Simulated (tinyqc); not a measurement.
Keating valence-force model of a tetrahedral crystal. Changing the bond stretching alpha. Computed by tinyqc, a small Python program. Command: `OMP_NUM_THREADS=1 python tinyqc.py 3009733 3009734 out.jsonl keating sweep`. One thread of a shared host (Intel(R) Xeon(R) Processor @ 2.30GHz), about 0.04 s of CPU time with the checks.

Atom A sits at 0 and atom B at a/4 (1,1,1) of an fcc lattice; the four bonds from A are t = a/4 (1,1,1), a/4 (1,-1,-1), a/4 (-1,1,-1), a/4 (-1,-1,1), of length d = sqrt(3) a/4. Energy: E = (3 alpha/(8 d^2)) sum over bonds (r.r - d^2)^2 + (3 beta/(8 d^2)) sum over pairs of bonds at one atom (r_i.r_j + d^2/3)^2; both atoms have the mass M. The cell holds two atoms, Omega = a^3/4. 1 N/m = 1 J/m^2. With constants fitted to the elastic moduli this model puts optical and zone-boundary frequencies of real crystals too high, by up to about 20 % in elemental crystals and up to about 50 % in compounds, and mostly by more for TA modes; in compounds the lattice part of the static dielectric constant then comes out too low.

Inputs (values chosen for the exercise, modelled on germanium): lattice constant a = 5.658 angstrom; atomic mass M = 72.63 u; bond bending beta = 11.5 N/m.

Structure: diamond.

Constants: nu for 1 eV/(angstrom^2 u) = 15.6333042 THz; 1 eV/angstrom^2 = 16.02176634 J/m^2; 1 THz = 33.35640952 1/cm.

Method:
- C11 = (alpha + 3 beta)/a, C12 = (alpha - beta)/a, C44 = 4 alpha beta/(a (alpha + beta)); with the two sublattices clamped C44(0) = (alpha + beta)/a; internal-strain parameter zeta = (alpha - beta)/(alpha + beta); B = (C11 + 2 C12)/3.
- mu = M/2; lambda = 4 (alpha + beta)/mu with the springs in eV/angstrom^2; nu = 15.6333042 THz x sqrt(lambda).
- With displacements u exp(i q.r), each bracket changes by g.u, where g = (g_A, g_B): bond t, g = (-2 t, 2 t exp(i q.t)); pair (i, j) at A, g = (-(t_i + t_j), t_i exp(i q.t_j) + t_j exp(i q.t_i)); pair at B, g = (-t_i exp(-i q.t_j) - t_j exp(-i q.t_i), t_i + t_j). Then D_mn = sum over the 4 bonds and 12 pairs of (4 k/a^2) conj(g_m) g_n / sqrt(M_m M_n), with k = alpha or beta converted to eV/angstrom^2.
- An eigenvalue lambda of D in eV/(angstrom^2 u) gives nu = 15.6333042 THz x sqrt(lambda).
- Take the lowest frequency at X = (1, 0, 0) 2 pi/a, the transverse acoustic (TA) mode.

One run for each value; columns: (1) bond stretching alpha (N/m); (2) Raman frequency (THz); (3) bulk modulus B (GPa); (4) C44 (GPa); (5) TA frequency at X (THz); (6) internal-strain parameter zeta:
```
(1)      (2)     (3)     (4)     (5)      (6)
18.9   7.147   40.18  50.546  4.3957  0.24342
23.0   7.614   47.43  54.201  4.3957  0.33333
28.1   8.157   56.44  57.691  4.3957  0.41919
34.2   8.763   67.22  60.842  4.3957  0.49672
41.7   9.454   80.48  63.726  4.3957  0.56767
50.9  10.239   96.74  66.317  4.3957  0.63141
62.0  11.113  116.35  68.580  4.3957  0.68707
75.6  12.097  140.39  70.566  4.3957  0.73594
```

What does the table show, and why?

Over the rows, Raman frequency (THz) rises from 7.15 to 12.1 (exponent d ln y / d ln x 0.32 between the first rows and 0.43 between the last); bulk modulus B (GPa) rises from 40.2 to 140 (exponent d ln y / d ln x 0.84 between the first rows and 0.95 between the last); C44 (GPa) rises from 50.5 to 70.6 (exponent d ln y / d ln x 0.36 between the first rows and 0.14 between the last); TA frequency at X (THz) does not change; internal-strain parameter zeta rises from 0.243 to 0.736 (exponent d ln y / d ln x 1.6 between the first rows and 0.35 between the last). B = (alpha + beta/3)/a and the optical mode follow the bond stretching; C44 needs the angles to bend and saturates towards 4 beta/a, and zeta tends to 1 as bonds become rigid. The TA mode at X bends angles alone: M omega^2 = 8 beta holds no alpha.

Extremes, crossings and ranges named in words are read from the listed rows.
